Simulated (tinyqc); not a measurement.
# Gated two-dimensional channel with two bands, quantum capacitance, step by step

Program tinyqc, `OMP_NUM_THREADS=1 python tinyqc.py 2200040 2200041 out.jsonl`; Intel Xeon 2.30GHz, shared host, one thread, about 0.01 s. Printed values are rounded.

phi is the Fermi level above the lowest band edge, in volts; Vg is counted from the gate voltage at which an empty channel would have phi = 0. The channel has no thickness; trap charge is -q Dit phi.

Parameters, values chosen for the exercise; lowest band close to that of monolayer MoS2: temperature T = 300 K; relative permittivity of the gate insulator (close to silicon dioxide) eox = 3.9; insulator thickness tox = 1.3 nm; in-plane mass md = 0.517 m0; valley degeneracy gv = 2; in-plane mass of a second band, chosen freely m2 = 0.98 m0; valley degeneracy of that band, chosen freely g2 = 4; second band edge above the first E2 = 0.36 eV; density of traps Dit = 3.2e12 cm^-2 eV^-1; gate voltage Vg = 1.02 V.

Constants: q = 1.602176634e-19 C, kB = 1.380649e-23 J/K, hbar = 1.054571817e-34 J s, m0 = 9.1093837015e-31 kg, Vt = kB T/q, eps0 = 8.8541878128e-14 F/cm where lengths are in cm. Results are converted to the units shown.

## Gate capacitance

Cox = eps0 eox/tox.

Cox = 2.656256 uF/cm^2

## Starting value

phi = Vg.

phi at the start = 1.02 V

## Iteration 1: new phi

D1 = gv md m0 q/(pi hbar^2), D2 = g2 m2 m0 q/(pi hbar^2) per eV; n1 = D1 Vt ln(1 + exp(phi/Vt)), n2 = D2 Vt ln(1 + exp((phi - E2)/Vt)), n = n1 + n2; Cq = q dn/dphi = q [D1/(1 + exp(-phi/Vt)) + D2/(1 + exp((E2 - phi)/Vt))]. Newton: f = phi + q (n + Dit phi)/Cox - Vg, phi(new) = phi - f/(1 + (Cq + q Dit)/Cox).

n1 = 4.405730e14 cm^-2
n2 = 1.080755e15 cm^-2
Cq = 331.5611 uF/cm^2
f = 91.95895 V
phi after iteration 1 = 0.2902581 V

## Iteration 2: new phi

As before.

n1 = 1.253726e14 cm^-2
n2 = 2.759519e12 cm^-2
Cq = 85.75921 uF/cm^2
f = 7.054839 V
phi after iteration 2 = 0.07953227 V

## Iteration 3: new phi

As before.

n1 = 3.485622e13 cm^-2
n2 = 8.222857e8 cm^-2
Cq = 66.15747 uF/cm^2
f = 1.177359 V
phi after iteration 3 = 0.03442153 V

## Course of the iteration

Stop when the step is below 1e-10 V, or after 40 iterations.

Course of the iteration:

| iteration | phi before the step (V) | step (V) |
|---|---|---|
| 1 | 1.02 | -0.730 |
| 2 | 0.2902581 | -0.211 |
| 3 | 0.07953227 | -0.0451 |
| 4 | 0.03442153 | -3.47e-3 |
| 5 | 0.03094970 | -4.86e-5 |
| 6 | 0.03090112 | -1.00e-8 |
| 7 | 0.03090111 | < 1e-13 |

Converged in 7 iterations.

## Charge and capacitances at the solution

converged phi = 0.03090111 V

D1 = gv md m0 q/(pi hbar^2), D2 = g2 m2 m0 q/(pi hbar^2) per eV; n1 = D1 Vt ln(1 + exp(phi/Vt)), n2 = D2 Vt ln(1 + exp((phi - E2)/Vt)), n = n1 + n2; Cq = q dn/dphi = q [D1/(1 + exp(-phi/Vt)) + D2/(1 + exp((E2 - phi)/Vt))]. 1/C_G = 1/Cox + 1/(Cq + q Dit); dphi/dVg = Cox/(Cox + Cq + q Dit).

n = 1.629943e13 cm^-2
Cq = 53.12756 uF/cm^2
C_G = 2.530925 uF/cm^2
dphi/dVg = 0.04718332

C_G is 95.3 % of Cox; 3.03 % of the gate voltage has gone into phi.
